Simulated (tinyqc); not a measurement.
Plane-averaged potentials: correction of a charged-defect supercell by a model charge and potential alignment (plane-averaged potentials). Computed by tinyqc, a small Python program. Command: `OMP_NUM_THREADS=1 python tinyqc.py 3112580 3112581 out.jsonl align walk`. One thread of a shared host (Intel(R) Xeon(R) Processor @ 2.30GHz), about 0.01 s of CPU time with the checks.

The "true" defect charge is (1 - x) q in a Gaussian of width sigma plus x q in one of width sigma_t, so the exact answer is known; the correction sees only a single model Gaussian of width sigma_m. A Gaussian of width s has the transform rho(G) = exp(-G^2 s^2/2), normalised to 1. A uniform background cancels q, so G = 0 is left out. Potentials are those felt by a unit positive charge. E_0 is the formation energy of the isolated defect, E_cell its value in the supercell, E_lat = E_iso - E_per of the model charge, C the true less the model potential far from the defect; the exact correction is E_0 - E_cell, and the error of a scheme is E_cell plus its correction less E_0.

Inputs (values chosen for the exercise, with screening close to that of 4H-SiC):
```
quantity,value,unit
defect charge q,-3,e
dielectric constant eps,9.67,-
edge of the cubic cell L,15,angstrom
width sigma of the true defect charge,1.2,angstrom
width sigma_m of the model charge,0.94,angstrom
share x of the charge in a wide tail,0.32,-
width sigma_t of the tail,2.6,angstrom
```

Constants: e^2/(4 pi eps_0) = 14.39964548 eV angstrom.

Method. Plane-averaged potential at distance z from the defect: V(z) = (4 pi q/(eps L^3)) (e^2/(4 pi eps_0 e)) sum_(m != 0) rho(G_m) cos(G_m z)/G_m^2, G_m = 2 pi m/L, |m| <= 40.

Potentials (V):
```
z/L,z (angstrom),true,model,difference
0.00,0.00,-0.17398,-0.22566,0.051686
0.05,0.75,-0.15986,-0.20204,0.042178
0.10,1.50,-0.12295,-0.14531,0.022354
0.15,2.25,-0.07482,-0.07999,0.005169
0.20,3.00,-0.02541,-0.01978,-0.005630
0.25,3.75,0.01983,0.03164,-0.011808
0.30,4.50,0.05848,0.07374,-0.015260
0.35,5.25,0.08938,0.10649,-0.017107
0.40,6.00,0.11185,0.12988,-0.018029
0.45,6.75,0.12548,0.14391,-0.018436
0.50,7.50,0.13004,0.14859,-0.018549
```

What follows from these numbers?

The difference moves by 0.52 mV between z/L = 0.4 and 0.5: a plateau.
